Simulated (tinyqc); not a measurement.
# Length offset and series resistance from crossing lines

Problem. R_total = Rs + k (L - dL)/Vo with constant Rs, dL and k. Find k, dL and Rs.

R_total at (L, Vo) = (30, 0.41), (60, 0.41), (30, 0.72) and (60, 0.72), L in nm and Vo in V (ohm um): [309.56098, 514.43902, 245.16667, 361.83333]

Answer. At each overdrive R is a straight line in L with slope k/Vo; the two lines cross at L = dL, R = Rs.

k = 2.800 ohm um V/nm
dL = 8.100 nm
Rs = 160.0 ohm um

Program tinyqc, `OMP_NUM_THREADS=1 python tinyqc.py 2282288 2282289 out.jsonl`; Intel Xeon 2.30GHz, shared host, one thread, about 0.04 s.
